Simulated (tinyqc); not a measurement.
Schottky barrier on an n-type semiconductor, non-linear Poisson equation by Newton steps: one step of the calculation.

One dimension, metal at x = 0, donor density C(x) = Nd, uniform. Energies are counted from the electron Fermi level of the semiconductor and the conduction-band edge is Ec = -psi, so n = Nc exp(psi/Vt); holes follow the Fermi level of the metal, at -V, so p = Nv exp((V - psi - Eg)/Vt). Ends: psi(0) = V - phiB and psi = Vt ln(Nd/Nc) deep inside. Boltzmann statistics, full ionisation, no current, no image force in the Poisson equation.

Task. Converged densities, field and barrier lowering. n and p as above; E_i = -(psi_(i+1) - psi_i)/h_i; at the metal |E_0| = |E on interval 0| + q rho_0 (h_0/2)/(eps0 eps_r), rho_0 = p_0 - n_0 + C_0; image-force lowering dphi = sqrt(q |E_0|/(4 pi eps0 eps_r)).

Inputs (values chosen for the exercise); band and dielectric values close to those of indium phosphide:
```
symbol,value,unit,meaning
T,293,K,temperature
Eg,1.36,eV,band gap
eps_r,12.5,,relative permittivity
Nc,5.6e17,cm^-3,conduction-band density of states at T
Nv,1.07e19,cm^-3,valence-band density of states at T
V,-0.6,V,bias of the metal against the semiconductor
```

Constants: q = 1.602176634e-19 C, kB = 1.380649e-23 J/K, Vt = kB T/q, eps0 = 8.8541878128e-14 F/cm where lengths are in cm. Results are converted to the units shown.

| node | x (nm) | converged psi (V) | donor density C (cm^-3) |
|---|---|---|---|
| 0 | 0 | -1.3100000 | 1.9e16 |
| 1 | 26 | -1.1075516 | 1.9e16 |
| 2 | 56.3 | -0.8950813 | 1.9e16 |
| 3 | 91.6 | -0.6793957 | 1.9e16 |
| 4 | 133 | -0.4701075 | 1.9e16 |
| 5 | 181 | -0.2864684 | 1.9e16 |
| 6 | 237 | -0.1522882 | 1.9e16 |
| 7 | 302 | -0.0970482 | 1.9e16 |
| 8 | 378 | -0.0868140 | 1.9e16 |
| 9 | 466 | -0.0855559 | 1.9e16 |
| 10 | 569 | -0.0854380 | 1.9e16 |
| 11 | 690 | -0.0854292 | 1.9e16 |

Find: n; p; field E; |E_0| at the metal; image-force lowering.

Result.

| node | n (cm^-3) | p (cm^-3) |
|---|---|---|
| 0 | 1.642e-5 | 7.063e7 |
| 1 | 0.04985 | 2.327e4 |
| 2 | 225.0 | 5.154 |
| 3 | 1.154e6 | 0.001005 |
| 4 | 4.593e9 | 2.525e-7 |
| 5 | 6.618e12 | 1.752e-10 |
| 6 | 1.345e15 | 8.623e-13 |
| 7 | 1.199e16 | 9.671e-14 |
| 8 | 1.799e16 | 6.448e-14 |
| 9 | 1.890e16 | 6.135e-14 |
| 10 | 1.899e16 | 6.106e-14 |
| 11 | 1.900e16 | 6.104e-14 |

| interval | field E (kV/cm) |
|---|---|
| 0 | -77.86 |
| 1 | -70.12 |
| 2 | -61.10 |
| 3 | -50.55 |
| 4 | -38.26 |
| 5 | -23.96 |
| 6 | -8.50 |
| 7 | -1.35 |
| 8 | -0.14 |
| 9 | -0.01 |
| 10 | 0.00 |

|E_0| at the metal = 81.44 kV/cm
image-force lowering = 30.63 mV

Program tinyqc, `OMP_NUM_THREADS=1 python tinyqc.py 2020004 2020005 out.jsonl`; Intel Xeon 2.30GHz, shared host, one thread, about 0.04 s.
